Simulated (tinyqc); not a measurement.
Chemically amplified photoresist: aerial image, acid generation, bake, development and line width: one step, computed by the program tinyqc.

Lines and spaces of pitch p with a two-beam-like image; x = 0 is the middle of the bright space. The resist is positive and treated as uniform in depth.

Task: Photon statistics at the edge. Dose E(x) = E [1 + c cos(2 pi x/p)]; acid h = 1 - exp(-C E(x)). Bake: the acid image is blurred by a Gaussian of variance sigma^2 = 2 D t (each Fourier term k of h, taken on 64 points, is multiplied by exp(-4 pi^2 k^2 D t/p^2)). The edge lies at x = width/2. Absorbed photons per volume N = E(edge) alpha/(photon energy), 1 mJ/cm^2 = 62.41509 eV/nm^2, alpha in 1/nm; a Gaussian blur averages over a volume V = (2 sqrt(pi) sigma)^3; relative noise 1/sqrt(N V); edge noise sigma_x = (dh/d ln E) noise/|dh/dx|, with both derivatives of the blurred acid at the edge.

Inputs (values chosen for the exercise, for a model resist at 13.5 nm):

| quantity | value | unit |
|---|---|---|
| pitch p | 38 | nm |
| image contrast c | 0.54 | - |
| mean dose E | 19 | mJ/cm^2 |
| Dill parameter C | 0.02 | cm^2/mJ |
| acid diffusivity D | 0.053 | nm^2/s |
| bake time t | 45 | s |
| photon energy | 91.84 | eV |
| absorption coefficient alpha | 4.2 | 1/um |

space width = 21.02779 nm

diffusion length sigma = sqrt(2 D t) = 2.184033 nm

Give: absorbed photons N; photons in the blur volume; edge noise from photons.

Result:

absorbed photons N = 0.04935 1/nm^3

photons in the blur volume = 22.90

edge noise from photons = 2.298 nm

Caution: lateral development, standing waves and the joint diffusion of acid and quencher are left out, so widths are indicative. Caution: the noise counts photons alone (acid and quencher statistics add to it) and takes the film as thicker than the blur; a thinner film averages in two dimensions only.
